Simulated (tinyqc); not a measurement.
## Trap density from two Hall measurements

Problem. p-type body, charge-sheet picture, full ionisation (an idealisation for deep acceptors), Boltzmann statistics for free electrons. e = Ec - EF at the surface. psi = Eg - Vt ln(Nv/Na) - e; N_dep = sqrt(2 eps0 eps_r Na (psi - Vt)/q); n_f = sqrt(N_dep^2 + 2 eps0 eps_r Vt Nc exp(-e/Vt)/q) - N_dep; Vg = Vfb + psi + q (N_dep + n_t + n_f)/Cox, Cox = eps0 eox/tox. Find e and n_t at both points and the mean trap density between them.

Inputs (values chosen for the exercise); band and dielectric values close to those of 4H silicon carbide: temperature T = 475 K; band gap Eg = 3.31 eV; relative permittivity eps_r = 9.53; conduction-band density of states at T Nc = 3.37e19 cm^-3; valence-band density of states at T Nv = 5.02e19 cm^-3; relative permittivity of the insulator eox = 3.9; insulator thickness tox = 53 nm; acceptor density Na = 8.3e15 cm^-3; flat-band voltage without trapped charge Vfb = -2.91 V.

Constants: q = 1.602176634e-19 C, kB = 1.380649e-23 J/K, Vt = kB T/q, eps0 = 8.8541878128e-14 F/cm where lengths are in cm. Results are converted to the units shown.

Vg (V): 1.4416023  1.9556386
free sheet density from the Hall effect (cm^-2): 5.2814708e9  2.2759329e10

Answer. Each n_f fixes e; what the gate voltage holds beyond psi, N_dep and n_f is trapped; the difference quotient is the density, smeared over a few Vt.

e (eV): 0.3260  0.2650
n_t (cm^-2): 2.203e11  3.814e11
mean trap density = 2.642e12 cm^-2 eV^-1

tinyqc, about 0.02 s, one thread, Intel Xeon 2.30GHz (shared host): `OMP_NUM_THREADS=1 python tinyqc.py 2222009 2222010 out.jsonl`
